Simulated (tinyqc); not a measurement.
# Square on-chip spiral inductor, lumped pi model, step by step

Program tinyqc, `OMP_NUM_THREADS=1 python tinyqc.py 2302076 2302077 out.jsonl`; Intel Xeon 2.30GHz, shared host, one thread, about 0.01 s. Printed values are rounded.

Outer diameter do = di + 2 n wd + 2 (n - 1) sp, mean da = (do + di)/2, fill p = (do - di)/(do + di), length l = 4 n da. L = 2.34 mu0 n^2 da/(1 + 2.75 p), mu0 = 4 pi 1e-7 H/m. Rs = rho l/(wd delta (1 - exp(-th/delta))), delta = sqrt(rho/(pi f mu0)). Cs = n wd^2 eps0 eo/hu across the coil. At each end Cox = l wd eps0 eo/(2 ho) leads to the substrate branch Rsi = 2 rs he/(l wd) in parallel with Csi = l wd eps0 11.7/(2 he). With one end grounded Y = 1/(Rs + i w L) + i w Cs + 1/[1/(i w Cox) + 1/(1/Rsi + i w Csi)], w = 2 pi f; Q = -Im Y/Re Y. Eddy currents in neighbouring turns and in the substrate are left out.

Parameters, values chosen for the exercise; values of the order met in silicon radio-frequency processes:
```
symbol  value     unit                                     meaning
n         4.5                                      number of turns
wd          8       um                                  line width
sp          3       um                         space between turns
di        100       um                              inner diameter
th        3.4       um                             metal thickness
rho         3  uohm cm                           metal resistivity
ho        8.8       um                        oxide below the coil
hu        1.3       um            oxide between coil and underpass
eo          3                   relative permittivity of the oxide
rs        100   ohm cm                       substrate resistivity
he         30       um  effective spreading depth in the substrate
f         5.7      GHz                                   frequency
```

Constants: eps0 = 8.8541878128e-12 F/m. Results are converted to the units shown.

## Geometry and model elements

do, l, L, delta, Rs, Cs, Cox, Rsi and Csi as defined.

do = 193 um
l = 2637 um
L = 4.65781 nH
delta = 1.15463 um
Rs = 9.04011 ohm
Cs = 5.88463 fF
Cox = 31.8389 fF
Rsi = 2844.14 ohm
Csi = 36.4236 fF

Rs is 3.11 times the direct-current value in this empirical form, which overstates the skin effect of a flat slab when delta is near th and so stands in for some current crowding.

## Admittance, quality factor and apparent inductance

Series branch 1/(Rs + i w L), substrate branch, total Y, Q = -Im Y/Re Y, apparent inductance Im(1/Y)/w, metal-only value w L/Rs, share of the loss in the substrate Re(substrate branch)/Re Y.

series branch = 0.32391-5.97710i mS
substrate branch = 0.074939+0.619211i mS
Y = 0.39885-5.14713i mS
Q = 12.9049
apparent inductance = 5.39237 nH
w L/Rs = 18.4528
share of the loss in the substrate = 18.7887 %

Q is 69.9 % of the metal-only value.
